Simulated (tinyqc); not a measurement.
Electron continuity equation in a given potential, Scharfetter-Gummel discretisation: two steps of the calculation.

Steady state in one dimension: J = q mu n E + q D dn/dx with E = -dpsi/dx and D = mu Vt, dJ/dx = q (n/tau - G), fixed densities nL and nR at the ends. The potential is given, psi = U x/L - Ub exp(-((x/L - xb)/sb)^2), and is not changed by the electrons.

Inputs (values chosen for the exercise); mobility close to that of indium arsenide at room temperature:
- T = 300 K (temperature)
- mu = 30100 cm^2/(V s) (electron mobility)
- L = 0.39 um (length of the region)
- nL = 1.9e15 cm^-3 (density at x = 0)
- nR = 0 cm^-3 (density at x = L)
- tau = 2.9e-13 s (lifetime)
- G = 0 cm^-3 s^-1 (uniform generation rate)

Constants: q = 1.602176634e-19 C, kB = 1.380649e-23 J/K, Vt = kB T/q. Results are converted to the units shown.

Task 1. Bernoulli factors. d_i = (psi_(i+1) - psi_i)/Vt; B(d) = d/(exp(d) - 1), B(0) = 1. The flux on interval i is J_i = (q D/h) [n_(i+1) B(d_i) - n_i B(-d_i)].

| node | psi (V) |
|---|---|
| 0 | -0.00000021 |
| 1 | -0.02202262 |
| 2 | -0.04489086 |
| 3 | -0.07864791 |
| 4 | -0.15272482 |
| 5 | -0.22938931 |
| 6 | -0.21137841 |
| 7 | -0.17302312 |
| 8 | -0.17764325 |
| 9 | -0.19805116 |
| 10 | -0.22000057 |

Give: d_i; B(d_i); B(-d_i).

Result 1.

| interval | d_i | B(d_i) | B(-d_i) |
|---|---|---|---|
| 0 | -0.8519 | 1.4857 | 0.63382 |
| 1 | -0.8846 | 1.5067 | 0.62208 |
| 2 | -1.3058 | 1.7911 | 0.48532 |
| 3 | -2.8654 | 3.0385 | 0.17307 |
| 4 | -2.9655 | 3.1266 | 0.16113 |
| 5 | 0.6967 | 0.69178 | 1.3885 |
| 6 | 1.4836 | 0.43521 | 1.9189 |
| 7 | -0.1787 | 1.0920 | 0.91330 |
| 8 | -0.7894 | 1.4461 | 0.65669 |
| 9 | -0.8490 | 1.4839 | 0.63484 |

The largest |d_i| is 2.97, above 2, where central differences lose the sign pattern that keeps densities positive.

Task 2. Tridiagonal system for the inner nodes. Row i (1 to 9): B(-d_(i-1)) n_(i-1) + b_i n_i + B(d_i) n_(i+1) = f_i with b_i = -B(-d_i) - B(d_(i-1)) - h^2/(D tau) and f_i = -G h^2/D; the known end values are moved to the right: f_1 loses B(-d_0) nL and f_9 loses B(d_9) nR. h = L/10, D = mu Vt.

| interval | B(d_i) | B(-d_i) |
|---|---|---|
| 0 | 1.4856863 | 0.63382140 |
| 1 | 1.5066639 | 0.62208087 |
| 2 | 1.7910985 | 0.48531758 |
| 3 | 3.0384927 | 0.17306959 |
| 4 | 3.1266431 | 0.16112820 |
| 5 | 0.69177852 | 1.3884713 |
| 6 | 0.43521470 | 1.9188637 |
| 7 | 1.0920175 | 0.91330285 |
| 8 | 1.4461063 | 0.65669293 |
| 9 | 1.4838835 | 0.63484245 |

Give: diagonal b; right side f.

Result 2.

| node | diagonal b | right side f (cm^-3) |
|---|---|---|
| 1 | -2.175 | -1.204e15 |
| 2 | -2.059 | 0 |
| 3 | -2.032 | 0 |
| 4 | -3.267 | 0 |
| 5 | -4.583 | 0 |
| 6 | -2.678 | 0 |
| 7 | -1.416 | 0 |
| 8 | -1.816 | 0 |
| 9 | -2.148 | 0 |

Range of the model: The drift velocity mu E exceeds 1e7 cm/s somewhere, where real mobilities no longer stay constant.

Numbers from tinyqc (`OMP_NUM_THREADS=1 python tinyqc.py 2220016 2220017 out.jsonl`; about 0.01 s on one thread of a shared Intel Xeon 2.30GHz).
